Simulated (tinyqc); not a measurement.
Tight binding, dimerised chain, step by step. One step of it, computed by the program tinyqc.

Task: Open chain of 5 cells. The same hoppings without the wrap-around bond.

H of the open chain (eV), lower triangle:
```
            1          2          3          4          5          6          7          8
1    0.000000
2   -1.520000   0.000000
3    0.000000  -1.940000   0.000000
4    0.000000   0.000000  -1.520000   0.000000
5    0.000000   0.000000   0.000000  -1.940000   0.000000
6    0.000000   0.000000   0.000000   0.000000  -1.520000   0.000000
7    0.000000   0.000000   0.000000   0.000000   0.000000  -1.940000   0.000000
8    0.000000   0.000000   0.000000   0.000000   0.000000   0.000000  -1.520000   0.000000
9    0.000000   0.000000   0.000000   0.000000   0.000000   0.000000   0.000000  -1.940000
10   0.000000   0.000000   0.000000   0.000000   0.000000   0.000000   0.000000   0.000000

            9        10
9    0.000000
10  -1.520000  0.000000
```

Give: levels; weights of the highest filled level on the sites.

Result:

levels (eV): -3.3188  -2.9063  -2.2546  -1.4115  -0.2643  0.2643  1.4115  2.2546  2.9063  3.3188

weights of the highest filled level on the sites: 0.2460  0.0074  0.1420  0.0308  0.0736  0.0736  0.0308  0.1420  0.0074  0.2460

The bulk gap runs from -0.4200 to 0.4200 eV; 2 level(s) of this chain lie inside it: end states, which need the weaker bond inside the cell and a chain longer than their decay length.
